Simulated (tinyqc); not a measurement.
Inside a calculation. Method: lattice vibrations of a chain. Computed by tinyqc, a small Python program that keeps every step. Command: `OMP_NUM_THREADS=1 python tinyqc.py 29971 29972 out.jsonl` (the two numbers bound the seeds that draw the settings). One thread of a shared host (Intel(R) Xeon(R) Processor @ 2.60GHz), about 0.01 s of CPU time with the checks.

## Dynamical matrix at q = 0.4

A chain moving along its axis:
```
atom    mass (u)  spring to the next atom (eV/angstrom^2)
1      51.600000                                 9.600000
2      86.700000                                 2.400000
3      39.200000                                21.800000
4     101.900000                                23.400000
```

q is in units of 2 pi/a. A spring k from atom i to atom j, n cells on, adds k to Phi_ii and Phi_jj, -k exp(2 pi i q n) to Phi_ij and the conjugate to Phi_ji (for one atom a cell: 2k (1 - cos 2 pi q n)); D_ij = Phi_ij / sqrt(m_i m_j).

D(q) (eV/(angstrom^2 u)), lower triangle (Hermitian):
```
                    1          2          3         4
1            0.639535
2           -0.143528   0.138408
3            0.000000  -0.041168   0.617347
4  0.261073-0.189680i   0.000000  -0.344926  0.443572
```

## Frequencies

omega^2 are the eigenvalues; wavenumber = 521.4708 sqrt(eigenvalue) 1/cm.

eigenvalues: 0.027109  0.130186  0.660047  1.021521

wavenumbers (1/cm): 85.9  188.2  423.7  527.1

weights |e|^2 of the mass-weighted modes:
```
          mode 1    mode 2    mode 3    mode 4
atom 1  0.206718  0.005219  0.475197  0.312867
atom 2  0.249905  0.689566  0.055247  0.005282
atom 3  0.126663  0.123242  0.465782  0.284312
atom 4  0.416715  0.181972  0.003774  0.397539
```

## Dispersion and heat capacity

C/k_B per atom = mean over q = (j + 1/2)/80, j = 0..39 and all branches of y^2 e^y/(e^y - 1)^2, y = hc wavenumber / k_B T.

Wavenumbers (1/cm):
```
q          branch 1    branch 2    branch 3    branch 4
0.000000   0.000000  215.059717  417.205078  528.899249
0.062500  15.651877  214.131877  417.483837  528.824147
0.125000  31.049227  211.425090  418.273832  528.609074
0.187500  45.901984  207.170129  419.445991  528.283807
0.250000  59.837607  201.760515  420.814045  527.894752
0.312500  72.330380  195.785965  422.167559  527.499667
0.375000  82.604669  190.098398  423.304563  527.159832
0.437500  89.577874  185.847387  424.059331  526.930177
0.500000  92.085441  184.242047  424.323476  526.849032
```

Heat capacity:
```
T (K)  C/k_B per atom
20           0.096913
50           0.223366
100          0.393382
200          0.663738
300          0.810042
600          0.943705
1200         0.985259
```

zero-point energy per atom = 18.674326 meV
